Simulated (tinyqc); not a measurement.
Free and trapped electrons in a MOS channel with a dense trap tail: two steps of the calculation.

p-type body, charge-sheet picture, full ionisation (an idealisation for deep acceptors), Boltzmann statistics for free electrons. e = Ec - EF at the surface. Acceptor-like traps of density D(E) = D0 + De exp(-E/Ew) at depth E below Ec, from 0 to Eu, hold n_t = integral of D(E)/(1 + exp((e - E)/Vt)). psi = Eg - Vt ln(Nv/Na) - e; N_dep = sqrt(2 eps0 eps_r Na (psi - Vt)/q); n_f = sqrt(N_dep^2 + 2 eps0 eps_r Vt Nc exp(-e/Vt)/q) - N_dep; Vg = Vfb + psi + q (N_dep + n_t + n_f)/Cox, Cox = eps0 eox/tox.

Inputs (values chosen for the exercise); band and dielectric values close to those of 4H silicon carbide:

| symbol | value | unit | meaning |
|---|---|---|---|
| T | 250 | K | temperature |
| Eg | 3.3 | eV | band gap |
| eps_r | 9.85 |  | relative permittivity |
| Nc | 1.29e19 | cm^-3 | conduction-band density of states at T |
| Nv | 1.9e19 | cm^-3 | valence-band density of states at T |
| eox | 3.9 |  | relative permittivity of the insulator |
| tox | 67 | nm | insulator thickness |
| Na | 2.9e16 | cm^-3 | acceptor density |
| Vfb | -2.81 | V | flat-band voltage without trapped charge |
| D0 | 1.3e11 | cm^-2 eV^-1 | constant background density of acceptor-like traps |
| De | 5.4e13 | cm^-2 eV^-1 | density of the tail at the conduction edge |
| Ew | 0.14 | eV | decay energy of the tail |
| Eu | 0.87 | eV | depth below Ec down to which the traps reach |
| mf | 200 | cm^2/(V s) | mobility of free electrons |
| e | 0.042 | eV | Ec - EF at the surface |

Constants: q = 1.602176634e-19 C, kB = 1.380649e-23 J/K, Vt = kB T/q, eps0 = 8.8541878128e-14 F/cm where lengths are in cm. Results are converted to the units shown.

Question 1. Trapped charge. Trapezoid rule on 14 equal steps from 0 to Eu, f = 1/(1 + exp((e - E)/Vt)).

Give: E; D(E) f; n_t.

Answer 1.

```
point	E (eV)	D(E) f (cm^-2 eV^-1)
0	0	6.7447e12
1	0.062143	2.4970e13
2	0.12429	2.1875e13
3	0.18643	1.4371e13
4	0.24857	9.2768e12
5	0.31071	5.9985e12
6	0.37286	3.8949e12
7	0.43500	2.5453e12
8	0.49714	1.6795e12
9	0.55929	1.1241e12
10	0.62143	7.6776e11
11	0.68357	5.3915e11
12	0.74571	3.9249e11
13	0.80786	2.9840e11
14	0.87000	2.3803e11
```

n_t = 5.6690e12 cm^-2

Question 2. Charges and gate voltage. psi, N_dep, n_f and Vg as defined, with the n_t given; free share n_f/(n_f + n_t); apparent mobility mf n_f/(n_f + n_t); gate voltage spent on traps q n_t/Cox.

n_t = 5.6689711e12 cm^-2

Find: psi; N_dep; n_f; Vg; free share; apparent mobility; gate voltage spent on traps.

Answer 2.

psi = 3.1183 V
N_dep = 9.8879e11 cm^-2
n_f = 1.9795e11 cm^-2
Vg = 21.620 V
free share = 3.3740 %
apparent mobility = 6.7481 cm^2/(V s)
gate voltage spent on traps = 17.623 V

Computed by the program tinyqc: `OMP_NUM_THREADS=1 python tinyqc.py 2222134 2222135 out.jsonl`, one thread of a shared Intel Xeon 2.30GHz, about 0.02 s for the whole run.
